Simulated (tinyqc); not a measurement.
Straight dislocations in isotropic elasticity: fields, energies, partials, Peierls stress and walls: one step, computed by the program tinyqc. Command: `OMP_NUM_THREADS=1 python tinyqc.py 3016525 3016526 out.jsonl disloc walk`. One thread of a shared host (Intel(R) Xeon(R) Processor @ 2.30GHz), about 0.01 s of CPU time with the checks.

The line runs along z, the glide plane is y = 0, and beta is the angle between b and the line (0 screw, 90 degrees edge): b_e = b sin(beta) along +x with the extra half plane at y > 0, b_s = b cos(beta). Stress is positive in tension.

Problem. Strength from dislocations. Frank-Read source, averaged over the loop: tau = G b/(2 pi l) [(1 - nu/2)/(1 - nu)] ln(l/r0). Taylor hardening: tau = 0.3 G b sqrt(rho).

Inputs (values chosen for the exercise, modelled on gold): shear modulus G = 26 GPa; Poisson ratio nu = 0.413; Burgers vector b = 2.884 angstrom; dislocation density rho = 1.3e+14 1/m^2; core radius r0/b = 1.5; source length l = 22 nm.

Give: Frank-Read stress; Taylor stress.

Solution.

Frank-Read stress = 288.1 MPa

Taylor stress = 25.65 MPa
